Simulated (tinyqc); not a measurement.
Free and trapped electrons in a MOS channel with a dense trap tail: two steps of the calculation.

p-type body, charge-sheet picture, full ionisation (an idealisation for deep acceptors), Boltzmann statistics for free electrons. e = Ec - EF at the surface. Acceptor-like traps of density D(E) = D0 + De exp(-E/Ew) at depth E below Ec, from 0 to Eu, hold n_t = integral of D(E)/(1 + exp((e - E)/Vt)). psi = Eg - Vt ln(Nv/Na) - e; N_dep = sqrt(2 eps0 eps_r Na (psi - Vt)/q); n_f = sqrt(N_dep^2 + 2 eps0 eps_r Vt Nc exp(-e/Vt)/q) - N_dep; Vg = Vfb + psi + q (N_dep + n_t + n_f)/Cox, Cox = eps0 eox/tox.

Inputs (values chosen for the exercise); band and dielectric values close to those of 4H silicon carbide:
```
symbol    value         unit                                             meaning
T           250            K                                         temperature
Eg         3.32           eV                                            band gap
eps_r      9.58                                            relative permittivity
Nc      1.29e19        cm^-3              conduction-band density of states at T
Nv      1.92e19        cm^-3                 valence-band density of states at T
eox         3.9                           relative permittivity of the insulator
tox          57           nm                                 insulator thickness
Na       3.7e15        cm^-3                                    acceptor density
Vfb       -2.39            V            flat-band voltage without trapped charge
D0       1.2e11  cm^-2 eV^-1  constant background density of acceptor-like traps
De       7.2e13  cm^-2 eV^-1          density of the tail at the conduction edge
Ew         0.08           eV                            decay energy of the tail
Eu         0.63           eV        depth below Ec down to which the traps reach
mf          230   cm^2/(V s)                          mobility of free electrons
e         0.108           eV                              Ec - EF at the surface
```

Constants: q = 1.602176634e-19 C, kB = 1.380649e-23 J/K, Vt = kB T/q, eps0 = 8.8541878128e-14 F/cm where lengths are in cm. Results are converted to the units shown.

Task 1. Trapped charge. Trapezoid rule on 14 equal steps from 0 to Eu, f = 1/(1 + exp((e - E)/Vt)).

Find: E; D(E) f; n_t.

Result 1.

```
point	E (eV)	D(E) f (cm^-2 eV^-1)
0	0	4.764e11
1	0.04500	2.097e12
2	0.09000	7.107e12
3	0.1350	1.045e13
4	0.1800	7.445e12
5	0.2250	4.425e12
6	0.2700	2.582e12
7	0.3150	1.524e12
8	0.3600	9.198e11
9	0.4050	5.757e11
10	0.4500	3.797e11
11	0.4950	2.680e11
12	0.5400	2.043e11
13	0.5850	1.680e11
14	0.6300	1.474e11
```

n_t = 1.731e12 cm^-2

Task 2. Charges and gate voltage. psi, N_dep, n_f and Vg as defined, with the n_t given; free share n_f/(n_f + n_t); apparent mobility mf n_f/(n_f + n_t); gate voltage spent on traps q n_t/Cox.

n_t = 1.7307234e12 cm^-2

Give: psi; N_dep; n_f; Vg; free share; apparent mobility; gate voltage spent on traps.

Result 2.

psi = 3.028 V
N_dep = 3.432e11 cm^-2
n_f = 2.742e10 cm^-2
Vg = 6.195 V
free share = 1.559 %
apparent mobility = 3.586 cm^2/(V s)
gate voltage spent on traps = 4.577 V

Computed by the program tinyqc: `OMP_NUM_THREADS=1 python tinyqc.py 2222249 2222250 out.jsonl`, one thread of a shared Intel Xeon 2.30GHz, about 0.02 s for the whole run.
